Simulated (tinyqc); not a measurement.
## Electron density from the filling shift

Problem. At zero temperature the Burstein-Moss shift of one parabolic valley is (C/me + C/mh) kF^2 with kF = (3 pi^2 n)^(1/3), C = hbar^2/(2 m0). Find kF and n.

Values chosen for this exercise:
- me = 0.0677 m0 (electron mass)
- mh = 0.509 m0 (hole mass)

Constants: q = 1.602176634e-19 C, hbar = 1.054571817e-34 J s, m0 = 9.1093837015e-31 kg, hbar^2/(2 m0) = 0.0380998212 eV nm^2. Results are converted to the units shown.

filling shift = 283.25686 meV

Answer. The shift gives kF^2, and n = kF^3/(3 pi^2).

kF = 0.667 1/nm
n = 1.00e19 cm^-3

Computed by the program tinyqc: `OMP_NUM_THREADS=1 python tinyqc.py 2330123 2330124 out.jsonl`, one thread of a shared Intel Xeon 2.30GHz, about 0.01 s for the whole run.
